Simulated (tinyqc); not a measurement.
# Off-state leakage of single and stacked transistors: leakage components against the body voltage

n-channel devices of unit width. Subthreshold current I(Vg, Vs, Vd) = I0 (T/300 K)^0.5 exp[(Vg - Vs - VT(T) - gb (Vs - Vb) + dd (Vd - Vs))/(nf Vt)] (1 - exp(-(Vd - Vs)/Vt)), VT(T) = VT - cT (T - 300 K). Gate-edge tunnelling Ig (Vd/1 V) exp(ag (Vd - 1 V)), for a gate at 0 V, and band-to-band leakage Ab u exp(-Bb/u), u = Vd - Vb + 1 V, flow at a drain held at V; both are taken as independent of T. In a stack of off transistors (all gates at 0 V) the same subthreshold current passes through each.

One transistor with Vg = Vs = 0, Vd = V; stack factor I(one)/I(two in series).

Inputs (values chosen for the exercise); values of the order met in bulk silicon logic transistors: temperature T = 358 K; supply voltage V = 0.8 V; threshold at 300 K, zero drain and body bias VT = 0.28 V; fall of the threshold with temperature cT = 0.7 mV/K; current at threshold at 300 K I0 = 0.12 uA/um; slope factor nf = 1.22; drain-induced lowering per volt dd = 0.08; rise of the threshold per volt of source-body bias gb = 0.18; gate-edge tunnelling current at 1 V Ig = 4e-5 uA/um; exponential slope of the gate current ag = 4.3 1/V; prefactor of band-to-band leakage at the drain Ab = 1 uA/(um V); its exponential voltage Bb = 22 V.

Constants: q = 1.602176634e-19 C, kB = 1.380649e-23 J/K, Vt = kB T/q. Results are converted to the units shown.

The same in every row: gate edge (nA/um) = 0.013541; stack factor = 5.9485.

Leakage components against the body voltage:
```
Vb (V)  subthreshold (nA/um)  band-to-band (nA/um)  total (nA/um)  largest part
0.2                   3.2287             0.0017083         3.2439  subthreshold
0                     1.2406             0.0088558         1.2630  subthreshold
-0.2                 0.47667              0.033403        0.52361  subthreshold
-0.4                 0.18315              0.099880        0.29657  subthreshold
-0.6                0.070373               0.25071        0.33463  band-to-band
-0.8                0.027040               0.54976        0.59034  band-to-band
-1                  0.010390                1.0835         1.1075  band-to-band
-1.2               0.0039920                1.9602         1.9777  band-to-band
-1.4               0.0015339                3.3066         3.3216  band-to-band
```

As Vb goes from 0.2 to -1.4, the total leakage goes from 3.24 through a minimum of 0.297 (at Vb = -0.4 among the rows listed) to 3.32 nA/um. The subthreshold part leads at Vb = 0.2, the band-to-band part from -0.6 on. The exact minimum lies at Vb = -0.464 V: reverse body bias lowers the subthreshold part by a decade every nf Vt ln 10/gb = 0.481 V but raises the band-to-band part. The reduction by a stack of two stays at 5.95, for the subthreshold part alone. For Vb = 0.2 the body is forward biased; the junction current, left out, is still small at this voltage.

Program tinyqc, `OMP_NUM_THREADS=1 python tinyqc.py 2242174 2242175 out.jsonl`; Intel Xeon 2.30GHz, shared host, one thread, about 0.03 s.
